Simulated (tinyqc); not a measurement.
What moves the results: strain-driven crossing of the Gamma and L valleys in a germanium-like crystal. A value that a table varies takes the place of the one given here.

Biaxial loads: e0 is the in-plane strain e_par and the normal is free. (001): e_perp = -2 (C12/C11) e_par; exx = eyy = e_par, ezz = e_perp, no shear. (111): e_perp = -(2 C11 + 4 C12 - 4 C44)/(C11 + 2 C12 + 4 C44) e_par; exx = eyy = ezz = (2 e_par + e_perp)/3 and exy = eyz = ezx = (e_perp - e_par)/3. (110): e_perp = -(C11 + 3 C12 - 2 C44)/(C11 + C12 + 2 C44) e_par; exx = eyy = (e_par + e_perp)/2, ezz = e_par, exy = (e_perp - e_par)/2, eyz = ezx = 0. Uniaxial loads: a stress along n, scaled so that n.e.n = e0, with exx = s11 sxx + s12 (syy + szz), exy = s44 sxy/2, s11 = (C11 + C12)/((C11 - C12)(C11 + 2 C12)), s12 = -C12/((C11 - C12)(C11 + 2 C12)), s44 = 1/C44.

Edges from the unstrained valence top: Gamma at Eg + ac tr(e); an L valley with unit axis u at EgL + aL tr(e) + XuL (u.e.u - tr(e)/3), u along [111], [1-1-1], [-11-1], [-1-11]; valence edges are the levels of the 6 x 6 matrix of X, Y, Z times spin with -Dso/3 + l exx + m (eyy + ezz) on the diagonal (cyclic), n exy off it, l = av + 2 b, m = av - b, n = sqrt(3) d. Spin-orbit term (Dso/3) L.sigma on X, Y, Z with (L_k)_ij = -i epsilon_kij: <X+|H|Y+> = -i Dso/3, <X+|H|Z-> = Dso/3, <Y+|H|Z-> = -i Dso/3, <Z+|H|X-> = -Dso/3, <Z+|H|Y-> = i Dso/3, <X-|H|Y-> = i Dso/3, and their conjugates; + and - are the spin along z.

Constants: kB = 8.617333262e-05 eV/K.

Inputs chosen for the exercise (near those of Ge, gaps at low temperature; the results hold for these values, not for the real material):
- Eg = 0.91 eV (gap at Gamma to the s-like level)
- EgL = 0.742 eV (gap to L)
- Dso = 0.287 eV (spin-orbit splitting)
- ac = -8.35 eV (conduction deformation potential)
- av = 1.26 eV (valence hydrostatic potential)
- b = -2.54 eV (tetragonal shear potential)
- d = -5.26 eV (trigonal shear potential)
- aL = -1.38 eV (hydrostatic potential of the L edge, Xd + Xu/3)
- XuL = 17.04 eV (uniaxial potential, L)
- C11 = 127.4 GPa
- C12 = 47.7 GPa
- C44 = 65.6 GPa
- load = biaxial (110) (kind of strain)
- mG = 0.0409 m0 (mass at Gamma)
- mL = 0.535 m0 (density-of-states mass of the four L valleys together)
- T = 200 K (temperature)
- e0 = 0.0108 (size of the strain)

## Which strain makes the gap direct

For tension the difference Gamma minus lowest L is linear in e0; slope per 1 % and the e0 at which it vanishes (a dash: no crossing below 15 %), with the gap there.

Results:
```
load            slope (meV per 1 %)  crossing e0 (%)  gap at the crossing (eV)
biaxial (001)                 -87.2             1.93                     0.557
biaxial (110)                 -25.1             6.70                    -0.576
biaxial (111)                  43.4                -                         -
uniaxial [100]                -31.7             5.30                     0.507
uniaxial [111]                 -3.7                -                         -
uniaxial [110]                 16.2                -                         -
```

The smallest strain is needed for biaxial (001) (1.93 %), then uniaxial [100] (5.30 %). No crossing below 15 % is found for biaxial (111), uniaxial [111] and uniaxial [110]: shear splits the L valleys and pulls the lowest down nearly as fast as, or faster than, Gamma. Loads without off-diagonal strain, (001) and [100], gain (ac - aL) tr(e) = -70 meV per 1 % of volume. Crossings beyond about 3 % are sensitive to second-order terms, left out here. For uniaxial [111] the slope is a near cancellation, so terms beyond this linear model decide. A gap at or below zero marks a crossing beyond the range of this linear model.

## Sweep of a biaxial (110) strain

The valence splitting is the distance of the top two edges. Share in Gamma = mG^(3/2)/(mG^(3/2) + (mL^(3/2)/4) sum_i exp(-(E_Li - E_Gamma)/kT)).

Results:
```
e0 (%)  direct gap (eV)  indirect gap (eV)  Gamma - L (meV)  valence splitting (meV)  share in Gamma (%)
0.00              0.910              0.742              168                        0            0.000123
0.34              0.844              0.684              159                       30            0.000390
0.69              0.773              0.622              151                       64            0.000673
1.03              0.702              0.560              142                       98             0.00110
1.37              0.630              0.496              134                      135             0.00181
1.71              0.556              0.431              125                      172             0.00297
2.06              0.480              0.363              116                      211             0.00494
2.40              0.404              0.297              108                      250             0.00811
```

The gap stays indirect over the sweep. The direct gap goes from 0.910 to 0.404 eV; of that change -0.149 eV comes from the rise of the valence top through the shear terms and the rest from the volume. The share in Gamma goes from 0.000123 to 0.00811 %.

## What each parameter does

Direct gap, Gamma minus the lowest L edge and the valence splitting. Each row changes one parameter from the base and keeps the others.

Results:
```
case              direct gap (eV)  Gamma - L (meV)  valence splitting (meV)
base                       0.6917            140.9                    103.7
aL = -1.587 eV             0.6917            144.4                    103.7
C44 = 75.44 GPa            0.6866            128.9                     96.9
Dso = 0.24395 eV           0.6900            140.9                    105.3
b = -2.921 eV              0.6895            140.9                    107.4
d = -6.049 eV              0.6835            140.9                    117.0
C12 = 54.855 GPa           0.6950            148.9                    108.2
e0 = 0.00918               0.7257            145.0                     86.9
```

The largest shifts from the base row, up to three for each result and ties (the steps differ in size, so this ranks the rows, not the parameters). direct gap (eV): e0 +0.0340, d -0.0082, C44 -0.0051; unchanged at the printed digits by aL. Gamma - L (meV): C44 -12.0, C12 +7.9, e0 +4.1; unchanged at the printed digits by Dso, b and d. valence splitting (meV): e0 -16.8, d +13.3, C44 -6.8; unchanged at the printed digits by aL.

(tinyqc, `OMP_NUM_THREADS=1 python tinyqc.py 1080565 1080566 out.jsonl`, Intel(R) Xeon(R) Processor @ 2.30GHz, 1 thread, shared host, about 0.01 s.)
